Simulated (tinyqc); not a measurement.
# AlGaN/GaN HEMT with access regions, lumped model: effects of single changes

A polarisation-induced electron sheet under a Schottky gate, in series with two ungated access regions and contacts. Drift law v = mu E/(1 + mu E/vs) under the gate. Currents in mA/mm, resistances in ohm mm. No self-heating, no channel-length modulation; fits for polarisation, barrier and offset are chosen for the exercise.

Values chosen for this exercise; values close to those of AlGaN/GaN structures: aluminium share of the barrier x = 0.16; barrier thickness d = 20 nm; relative permittivity of barrier and channel eps_r = 9.3; channel mobility mu = 1200 cm^2/(V s); saturation velocity vs = 1.3e7 cm/s; gate length Lg = 0.5 um; source access length Ls = 2 um; drain access length Ld = 12 um; resistance of each contact Rc = 0.28 ohm mm; share of the drain-access electrons removed by traps ft = 0.41; gate voltage Vg = -0.5 V; critical field Ec = 2.8 MV/cm; depth over which the depleted charge spreads te = 0.42 um; relative permittivity of that insulator ei = 3.9.

Constants: q = 1.602176634e-19 C, eps0 = 8.8541878128e-14 F/cm where lengths are in cm. Results are converted to the units shown.

Each table varies one quantity; the others keep the values above.

## Field plate: effect of the insulator under the field plate

sigma = (5e13 x + 1.6e13 x^2) cm^-2, phiB = 0.84 + 1.3 x, dEc = 0.7 (1.71 x + x^2) in volts, Cb = eps0 eps_r/d, VT = phiB - dEc - q sigma/Cb, access density n0 = -Cb VT/q. Off state: a depleted stretch that holds the voltage V has the peak field sqrt(k V), k = 2 q n0/(eps0 eps_r te), so one edge holds V1 = Ec^2/k. The sheet under the plate pinches off at Vf = q n0 (1/Cb + tf/(eps0 ei)); beyond it the gate edge is screened. BV = V1 if Vf >= V1, else Vf + V1, and at most Ec Ld.

The same in every row: V1 (V) = 135.3; Ec Ld (V) = 3360.

Field plate: effect of the insulator under the field plate:

| tf (nm) | Vf (V) | BV (V) |
|---|---|---|
| 46 | 15.78 | 151.1 |
| 68 | 22.17 | 157.5 |
| 100 | 31.45 | 166.7 |
| 150 | 45.96 | 181.2 |
| 220 | 66.28 | 201.6 |
| 330 | 98.20 | 233.5 |
| 490 | 144.6 | 135.3 |
| 730 | 214.3 | 135.3 |

Read the table: what changes, and by how much?

BV goes from 151 through a maximum of 233 (at tf = 330 nm among the rows listed) to 135 V. The plate helps (Vf < V1) in 6 of the 8 rows, and the access length caps BV in 0. The best thickness makes Vf just under V1, tf = 458 nm, where both edges reach Ec together and BV nears 2 V1.

## Effect of the gate voltage

Access resistance R(L, n) = L/(q mu n sqrt(1 - (I/(q n vs))^2)); Rs = Rc + R(Ls, n0), Rd = Rc + R(Ld, (1 - ft) n0). Vg' = Vg - I Rs, Vd' = Vd - I (Rs + Rd); with u = Vg' - VT, Vc = vs Lg/mu and w the smaller of Vd' and Vc [sqrt(1 + 2 u/Vc) - 1] (0 if negative), the channel gives (mu Cb/Lg)(u w - w^2/2)/(1 + w/Vc). I equals that channel current. Isat is I at Vd = 10 V, gm = dIsat/dVg, Ron the limit of Vd/I at small Vd.

The same in every row: VT (V) = -2.434; n0 (cm^-2) = 6.255e12.

Effect of the gate voltage:

| Vg (V) | Ron (ohm mm) | Isat (mA/mm) | gm (mS/mm) |
|---|---|---|---|
| -2 | 21.47 | 39.59 | 135.3 |
| -1.5 | 20.22 | 117.1 | 169.2 |
| -1 | 19.84 | 205.8 | 183.7 |
| -0.5 | 19.66 | 299.5 | 190.4 |
| 0 | 19.55 | 395.4 | 192.2 |
| 0.5 | 19.48 | 424.6 | 13.14 |
| 1 | 19.43 | 428.8 | 5.345 |
| 1.5 | 19.39 | 430.8 | 2.986 |

What does the comparison show, and why?

As Vg goes from -2 to 1.5 V, Ron falls from 21.5 to 19.4 ohm mm, Isat rises from 39.6 to 431 mA/mm and gm goes from 135 through a maximum of 192 (at Vg = 0 V among the rows listed) to 2.99 mS/mm. The ceiling Cb vs is 535 mS/mm. For Vg = 0.5 to 1.5 V the gated channel is not yet saturated at 10 V, because the access regions take the voltage, and gm drops. For Vg = 1 to 1.5 V Vg comes within 0.2 V of phiB or passes it, so at low drain current, as for Ron, the Schottky gate would conduct.

## Effect of the aluminium share of the barrier

Same model as above.

Effect of the aluminium share of the barrier:

| x | VT (V) | n0 (cm^-2) | Ron (ohm mm) | Isat (mA/mm) | gm (mS/mm) |
|---|---|---|---|---|---|
| 0.12 | -1.582 | 4.066e12 | 30.07 | 123.1 | 146.7 |
| 0.17 | -2.650 | 6.811e12 | 18.09 | 351.0 | 198.9 |
| 0.22 | -3.753 | 9.645e12 | 12.92 | 628.2 | 71.51 |
| 0.27 | -4.891 | 1.257e13 | 10.04 | 830.5 | 21.71 |
| 0.32 | -6.063 | 1.558e13 | 8.200 | 1028 | 14.29 |
| 0.37 | -7.269 | 1.868e13 | 6.930 | 1226 | 11.26 |
| 0.42 | -8.511 | 2.187e13 | 5.999 | 1425 | 9.586 |

Read the table: what changes, and by how much?

As x goes from 0.12 to 0.42, Ron falls from 30.1 to 6.00 ohm mm, Isat rises from 123 to 1430 mA/mm and gm goes from 147 through a maximum of 199 (at x = 0.17 among the rows listed) to 9.59 mS/mm. VT falls from -1.58 to -8.51 V. For x = 0.22 to 0.42 the power passes 5 W/mm, where self-heating, left out here, lowers the current. For x = 0.22 to 0.42 the gated channel is not yet saturated at 10 V, because the access regions take the voltage, and gm drops.

tinyqc, about 0.01 s, one thread, Intel Xeon 2.30GHz (shared host): `OMP_NUM_THREADS=1 python tinyqc.py 2570137 2570138 out.jsonl`
